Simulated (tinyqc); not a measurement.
Octagonal on-chip spiral inductor, lumped pi model: two steps of the calculation.

Outer diameter do = di + 2 n wd + 2 (n - 1) sp, mean da = (do + di)/2, fill p = (do - di)/(do + di), length l = 3.314 n da. L = 2.25 mu0 n^2 da/(1 + 3.55 p), mu0 = 4 pi 1e-7 H/m. Rs = rho l/(wd delta (1 - exp(-th/delta))), delta = sqrt(rho/(pi f mu0)). Cs = n wd^2 eps0 eo/hu across the coil. At each end Cox = l wd eps0 eo/(2 ho) leads to the substrate branch Rsi = 2 rs he/(l wd) in parallel with Csi = l wd eps0 11.7/(2 he). With one end grounded Y = 1/(Rs + i w L) + i w Cs + 1/[1/(i w Cox) + 1/(1/Rsi + i w Csi)], w = 2 pi f; Q = -Im Y/Re Y. Eddy currents in neighbouring turns and in the substrate are left out.

Inputs (values chosen for the exercise); values of the order met in silicon radio-frequency processes:
```
symbol  value     unit                                     meaning
n         4.5                                      number of turns
wd         10       um                                  line width
sp        1.5       um                         space between turns
di         60       um                              inner diameter
th        3.4       um                             metal thickness
rho       1.9  uohm cm                           metal resistivity
ho        8.2       um                        oxide below the coil
hu        0.9       um            oxide between coil and underpass
eo        3.9                   relative permittivity of the oxide
rs         10   ohm cm                       substrate resistivity
he         50       um  effective spreading depth in the substrate
f           8      GHz                                   frequency
```

Constants: eps0 = 8.8541878128e-12 F/m. Results are converted to the units shown.

Question 1. Geometry and model elements. do, l, L, delta, Rs, Cs, Cox, Rsi and Csi as defined.

Wanted: do; l; L; delta; Rs; Cs; Cox; Rsi; Csi.

Answer 1.

do = 160.50 um
l = 1644.2 um
L = 2.4111 nH
delta = 0.77563 um
Rs = 4.0785 ohm
Cs = 17.266 fF
Cox = 34.619 fF
Rsi = 608.21 ohm
Csi = 17.032 fF

Question 2. Admittance, quality factor and apparent inductance. Series branch 1/(Rs + i w L), substrate branch, total Y, Q = -Im Y/Re Y, apparent inductance Im(1/Y)/w, metal-only value w L/Rs, share of the loss in the substrate Re(substrate branch)/Re Y.

L = 2.4111368 nH
Rs = 4.0784933 ohm
Cs = 17.265666 fF
Cox = 34.618887 fF
Rsi = 608.21396 ohm
Csi = 17.032493 fF

Wanted: series branch; substrate branch; Y; Q; apparent inductance; w L/Rs; share of the loss in the substrate.

Answer 2.

series branch = 0.277-8.242i mS
substrate branch = 0.5272+0.9077i mS
Y = 0.805-6.466i mS
Q = 8.037
apparent inductance = 3.030 nH
w L/Rs = 29.72
share of the loss in the substrate = 65.53 %

Q is 27.0 % of the metal-only value.

Computed by the program tinyqc: `OMP_NUM_THREADS=1 python tinyqc.py 2302221 2302222 out.jsonl`, one thread of a shared Intel Xeon 2.30GHz, about 0.01 s for the whole run.
